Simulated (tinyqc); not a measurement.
Classical Heisenberg spin chain: exact results, Metropolis, heat-bath and over-relaxation steps, and a Monte Carlo run. Changing the temperature T. Computed by tinyqc, a small Python program. Command: `OMP_NUM_THREADS=1 python tinyqc.py 3130234 3130235 out.jsonl heismc sweep`. One thread of a shared host (Intel(R) Xeon(R) Processor @ 2.30GHz), about 0.01 s of CPU time with the checks.

E = -J sum_i s_i . s_(i+1) for unit vectors s_i on an open chain; K = J/(k_B T).

Inputs (values chosen for the exercise, for a model chain of large moments): coupling J = 27 meV; moment mu = 6.2 mu_B.

Constants: k_B = 8.617333262e-05 eV/K; mu_B = 5.7883818060e-05 eV/T.

Method. Each bond angle is independent, so u = <s_i . s_(i+1)> = coth K - 1/K, <s_i . s_(i+n)> = u^n, correlation length xi = -1/ln|u|, energy per bond -J u, heat capacity per bond c/k_B = 1 - K^2/sinh^2 K, and for the long chain chi = mu^2 (1 + u)/(3 k_B T (1 - u)) per spin.

One run for each value:
```
temperature T (K)  chi (mu_B/T per spin)  xi (sites)  heat capacity (k_B/bond)        u
16.2                          2.0020e+01      18.836                    1.0000  0.94830
27.9                          6.6203e+00      10.722                    1.0000  0.91095
48.1                          2.1523e+00       6.000                    0.9996  0.84649
82.8                          6.8584e-01       3.274                    0.9704  0.73677
143.0                         2.1905e-01       1.773                    0.7539  0.56891
245.0                         7.9306e-02       1.051                    0.4044  0.38603
423.0                         3.3080e-02       0.697                    0.1644  0.23832
728.0                         1.5727e-02       0.512                    0.0595  0.14172
1250.0                        8.1353e-03       0.402                    0.0207  0.08320
2160.0                        4.3890e-03       0.330                    0.0070  0.04828
```

What does the table show, and why?

Over the rows, chi (mu_B/T per spin) falls from 20.0 to 0.00439 (exponent d ln y / d ln x -2.0 between the first rows and -1.1 between the last); xi (sites) falls from 18.8 to 0.330 (exponent d ln y / d ln x -1.0 between the first rows and -0.36 between the last); heat capacity (k_B/bond) falls from 1.00 to 0.00698. At the low end the exponent of chi is -2.04, close to -2: chi goes as xi/T with xi as 1/T. At the low end the exponent of xi is -1.04, close to -1: xi grows as K.
